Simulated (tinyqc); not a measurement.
Worked calculation: tight binding, kagome lattice. One step of it, computed by the program tinyqc.

Task: Bloch Hamiltonian at K. H_AB = -t1 - t2 exp(-i k.a1), H_AC = -t1 - t2 exp(-i k.a2), H_BC = -t1 - t2 exp(i k.(a1 - a2)), H_CC = delta.

Parameters chosen for this model:
```
parameter     value                unit
t1         0.660000    eV, up triangles
t2         0.660000  eV, down triangles
delta             0        eV on site C
```

k point K (fractions of the reciprocal vectors): 0.333333  0.666667

Give: H(k) at K.

Result:

H(k) at K (eV):
```
                 A                B                C
A           0.0000  -0.3300+0.5716i  -0.3300-0.5716i
B  -0.3300-0.5716i           0.0000  -0.3300+0.5716i
C  -0.3300+0.5716i  -0.3300-0.5716i           0.0000
```
